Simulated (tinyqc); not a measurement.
Oxide trap near a transistor channel: two-state multiphonon kinetics, telegraph noise and bias instability: one step, computed by the program tinyqc. Command: `OMP_NUM_THREADS=1 python tinyqc.py 3014157 3014158 out.jsonl oxidetrap walk`. One thread of a shared host (Intel(R) Xeon(R) Processor @ 2.30GHz), about 0.01 s of CPU time with the checks.

An n-channel device under positive gate bias. The trap is empty (state 1) or holds an electron (state 2); both states are parabolas of equal curvature, and the electron reservoir is taken at the Fermi level of the channel.

Question. Many traps: shift under stress. For a normal spread of capture barriers (given for the stress field, with depth and field not resolved, k_0 being taken as the effective rate of the ensemble), traps with barrier below k_B T ln(k_0 t) are filled: dV(t) = (dV_max/2) erfc((mu_c - k_B T ln(k_0 t))/(sqrt(2) s_c)); local exponent n = d ln dV/d ln t (central difference, factor 1.01 in t).

Inputs (values chosen for the exercise, with an insulator like Si3N4 on silicon):
```
quantity                           value  unit
attempt rate k_0 at the interface  1e+12   1/s
temperature T                        450     K
stress time t_s                     1000     s
mean capture barrier mu_c            1.1    eV
spread of the barriers s_c          0.15    eV
saturation shift dV_max               25    mV
```

Parts treated: one trap and an ensemble.

Constants: k_B = 8.617333262e-05 eV/K.

Give: filling front k_B T ln(k_0 t_s); shift after t_s; local time exponent n.

Answer.

filling front k_B T ln(k_0 t_s) = 1.339 eV

shift after t_s = 23.62 mV

local time exponent n = 0.03057
